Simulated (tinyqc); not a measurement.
Segregation gettering against temperature: solubility, supersaturation, precipitation and gettering of an impurity in a silicon-like host. Computed by tinyqc, a small Python program. Command: `OMP_NUM_THREADS=1 python tinyqc.py 3023692 3023693 out.jsonl ripen sweep`. One thread of a shared host (Intel(R) Xeon(R) Processor @ 2.30GHz), about 0.01 s of CPU time with the checks.

The wafer was saturated at T1 and is then held at T.

Inputs (values chosen for the exercise, modelled on cobalt in silicon): site density N0 = 5e+22 1/cm^3; enthalpy of solution H = 2.85 eV; entropy of solution S = 7.2 k_B; diffusion prefactor D0 = 0.0011 cm^2/s; migration energy Q = 0.545 eV; temperature of saturation T1 = 1300 K; impurity density in the precipitate C_p = 2.9e+22 1/cm^3; interface energy gamma = 0.26 J/m^2; anneal time t = 15 s; wafer thickness w = 200 micrometre; segregation energy E_g = 0.57 eV; segregation prefactor k_0 = 0.039; getter layer thickness t_g = 0.27 micrometre.

Gettering: segregation gettering in a layer.

Constants: k_B = 8.617333262e-05 eV/K; k_B = 1.380649e-23 J/K.

Method. C_eq(T) = N0 exp(S/k_B - H/(k_B T)); D(T) = D0 exp(-Q/(k_B T)); C0 = C_eq(T1). Supersaturation s = C0/C_eq(T); critical radius r* = 2 gamma/(C_p k_B T ln s); barrier W* = (4 pi/3) gamma r*^2. Strain energy is left out. k = k_0 exp(E_g/(k_B T)); in equilibrium the bulk keeps C/C0 = 1/(1 + k t_g/w). For a strong sink on one face the slowest diffusion mode has tau_w = 4 w^2/(pi^2 D), and C/C0 is estimated as c_eq + (1 - c_eq)(8/pi^2) sum over odd m up to 99 of exp(-m^2 t/tau_w)/m^2. Precipitation is left out here.

One run for each value:
```
anneal temperature T (K)  mean C/C0 at t  equilibrium C/C0  tau_w (s)  segregation coefficient k
650                               0.9676            0.4196       2478                       1025
723                               0.9698            0.6689        928                        367
796                               0.9760            0.8238        416                        158
869                               0.9817            0.9038        213                         79
942                               0.9859            0.9443        121                         44
1020                              0.9891            0.9667         73                         26
1090                              0.9911            0.9778         49                         17
1160                              0.9926            0.9845         34                         12
1240                              0.9939            0.9892         24                          8
```

Over the rows, mean C/C0 at t rises from 0.968 to 0.994 (exponent d ln y / d ln x 0.021 between the first rows and 0.019 between the last); equilibrium C/C0 rises from 0.420 to 0.989 (exponent d ln y / d ln x 4.4 between the first rows and 0.072 between the last); tau_w (s) falls from 2480 to 24.2 (exponent d ln y / d ln x -9.2 between the first rows and -5.3 between the last). Cooling raises k but slows diffusion.

Caution (rows 650, 723, 796, 869, 942, 1020, 1090, 1160): the barrier to homogeneous nucleation is below 35 k_B T for these inputs, so new precipitates would form and outnumber the fixed sinks assumed here.
